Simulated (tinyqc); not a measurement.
Ferroelectric switching, Landau-Khalatnikov equation: one step of the calculation.

One domain: rho dP/dt = E - (2 al P + 4 be P^3), with al = -3 sqrt(3) Ec/(4 Pr), be = 3 sqrt(3) Ec/(8 Pr^3), so that the static loop has remanence Pr and coercive field Ec. With P in uC/cm^2, E in kV/cm, rho in ohm m and t in ns, dP/dt = [E - 2 al P - 4 be P^3]/(100 rho).

Problem. One time step. The constant field E = Em acts from t = 0. Explicit Euler: P(new) = P + dt dP/dt(P).

Inputs (values chosen for the exercise); remanent polarisation and coercive field close to those of lead zirconate titanate films:
```
symbol,value,unit,meaning
rho,4.5,ohm m,viscosity of the polarisation
Em,160,kV/cm,field amplitude
dt,16,ns,time step
```

P after step 2 = -25.516810 uC/cm^2
al = -3.0434607 kV cm/uC
be = 0.0012422289 kV cm^5/uC^3

Give: dP/dt; P after step 3.

Solution.

dP/dt = 0.19386 uC/(cm^2 ns)
P after step 3 = -22.415 uC/cm^2

Program tinyqc, `OMP_NUM_THREADS=1 python tinyqc.py 2860048 2860049 out.jsonl`; Intel Xeon 2.30GHz, shared host, one thread, about 0.01 s.
